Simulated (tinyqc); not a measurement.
# Capacitances from a Coulomb diamond

Problem. A single-electron transistor has the bias V on its left lead and the right lead at 0 V. Its diamonds repeat every q/Cg in gate voltage, close at |V| = q/Cs with Cs = CL + CR + Cg, and have edges of slope dV/dVg = -Cg/CL and Cg/(Cs - CL). Find Cg, Cs, CL and CR.

Constants: q = 1.602176634e-19 C. Results are converted to the units shown.

gate period = 25.431375 mV
bias at the tip of the diamond = 2.6136650 mV
slope dV/dVg of the rising edge = 0.20792079

Solution. The period gives Cg, the tip Cs, and the rising edge Cs - CL = CR + Cg.

Cg = 6.30 aF
Cs = 61.3 aF
CL = 31.0 aF
CR = 24.0 aF

tinyqc, about 0.01 s, one thread, Intel Xeon 2.30GHz (shared host): `OMP_NUM_THREADS=1 python tinyqc.py 2780035 2780036 out.jsonl`
